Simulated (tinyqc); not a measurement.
From one set of inputs to another, one input at a time: four-point probe, van der Pauw, Hall and spreading-resistance readings of a semiconductor layer. Computed by tinyqc, a small Python program. Command: `OMP_NUM_THREADS=1 python tinyqc.py 3112736 3112737 out.jsonl probe ladder`. One thread of a shared host (Intel(R) Xeon(R) Processor @ 2.30GHz), about 0.01 s of CPU time with the checks.

The layer is uniform and ohmic; contacts are points unless a radius is given.

The inputs printed are set A. Set A is modelled on p-type silicon; the values taken over come from a set modelled on n-type silicon. Inputs not listed in the table keep their values of set A, so the rows need not describe a real material.

Inputs (values chosen for the exercise, modelled on p-type silicon):
```
quantity                                        value        unit
carrier density n                             4.7e+15      1/cm^3
drift mobility mu                                 392  cm^2/(V s)
layer thickness t                                3400  micrometre
current I                                           1          mA
side ratio a/b of the van der Pauw rectangle      1.9           -
magnetic field B                                 0.82           T
Hall factor r_H                                  0.71           -
```

Backing of the layer: insulating.

Constants: e = 1.602176634e-19 C.

Method:
- rho = 1/(e n mu); R_s = rho/t.
- Thin rectangle with point contacts at the corners; for R_B current and voltage contacts lie along the two sides of length a, for R_A along those of length b: exp(-pi R_A/R_s) = (theta_4/theta_3)^4, exp(-pi R_B/R_s) = (theta_2/theta_3)^4 with q = exp(-pi a/b), theta_2 = 2 sum_(m>=0) q^((m + 1/2)^2), theta_3 = 1 + 2 sum_(m>=1) q^(m^2), theta_4 = 1 + 2 sum_(m>=1) (-1)^m q^(m^2).
- V_H = r_H I B/(e n t); apparent density n/r_H; Hall mobility r_H mu; Hall angle tan = r_H mu B (SI).

Each row keeps all changes above it:
```
input moved                                      from       to  sheet resistance R_s (ohm/square)  Hall voltage (mV)  R_B (ohm)
set A                                               -        -                               9.96              0.227      10.20
carrier density n (1/cm^3)                    4.7e+15  1.5e+15                              31.22              0.713      31.97
magnetic field B (T)                             0.82      1.1                              31.22              0.956      31.97
side ratio a/b of the van der Pauw rectangle      1.9      1.8                              31.22              0.956      28.92
drift mobility mu (cm^2/(V s))                    392     1280                               9.56              0.956       8.86
layer thickness t (micrometre)                   3400      220                             147.76             14.772     136.88
```

Where does the difference come from?

Sheet resistance R_s goes from 9.96 to 148, a factor 14.8 in all. The largest single move comes from layer thickness t (a factor 15.5), and drift mobility mu works against it (a factor 0.306). Hall voltage goes from 0.227 to 14.8, a factor 65.0 in all. The largest single move comes from layer thickness t (a factor 15.5). R_B goes from 10.2 to 137, a factor 13.4 in all. The largest single move comes from layer thickness t (a factor 15.5), and drift mobility mu works against it (a factor 0.306). The single moves hold for this order of the switches; the total does not depend on the order.

Extremes, crossings and ranges named in words are read from the listed rows.
